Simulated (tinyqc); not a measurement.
Size effects in the resistivity of thin metal films and interconnect lines: one step, computed by the program tinyqc.

Electrons lose their drift at surfaces (a share 1 - p of the hits) and at grain boundaries (reflection R), besides bulk scattering. The line sits in a trench with a non-conducting liner on both walls and the bottom; the spacing equals the drawn width.

Task: Grain boundaries. Mayadas-Shatzkes: alpha = (lambda/D) R/(1 - R); rho_b/rho = 1 - 3 alpha/2 + 3 alpha^2 - 3 alpha^3 ln(1 + 1/alpha).

Inputs (values chosen for the exercise, modelled on gold): bulk mean free path lambda = 37.6 nm; grain-boundary reflection R = 0.46.

Geometry: line.

grain size D = 5.6 nm

Give: alpha; rho/rho_b from grains.

Result:

alpha = 5.720

rho/rho_b from grains = 8.687

The linear estimate 1 + 3 alpha/2 gives 9.579, 10 % high; at large alpha the slope is 4/3.
